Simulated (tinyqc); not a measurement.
## Yield against design margin

Cells fail independently with probability Q(k) = erfc(k/sqrt(2))/2 when the margin is k standard deviations, and Y = exp(-Nb Q(k)). phi = exp(-k^2/2)/sqrt(2 pi).  k = margin/s(dVT). With one spare that repairs any one cell, Y1 = exp(-x)(1 + x), x = Nb Q(k).

Parameters, values chosen for the exercise:
```
symbol    value  unit          meaning
Nb      8388608        number of cells
```

s(dVT) = 39.6 mV

Results:
```
M (mV)      k       Q(k)  expected failures x         Y       Y1
192     4.848   6.220e-7                5.218  0.005418  0.03369
206     5.202   9.857e-8               0.8268    0.4374   0.7991
216     5.455   2.455e-8               0.2059    0.8139   0.9815
226     5.707   5.747e-9              0.04821    0.9529   0.9989
240     6.061  6.780e-10             0.005688    0.9943    1.000
254     6.414  7.081e-11             5.940e-4    0.9994    1.000
288     7.273  1.762e-13             1.478e-6     1.000    1.000
```

Estimate the missing row, M = 269 mV.

Computed row:
```
M (mV)      k       Q(k)  expected failures x      Y     Y1
269     6.793  5.494e-12             4.609e-5  1.000  1.000
```

With this row back in the table: Over a change of the margin from 192 to 288 mV, k goes from 4.85 to 7.27, the expected failures fall by 6.5 decades and the yield goes from 0.00542 to 1.000. The spare helps most at M = 206 mV among the rows, where it lifts the yield from 0.437 to 0.799.

tinyqc, about 0.02 s, one thread, Intel Xeon 2.30GHz (shared host): `OMP_NUM_THREADS=1 python tinyqc.py 2090127 2090128 out.jsonl`
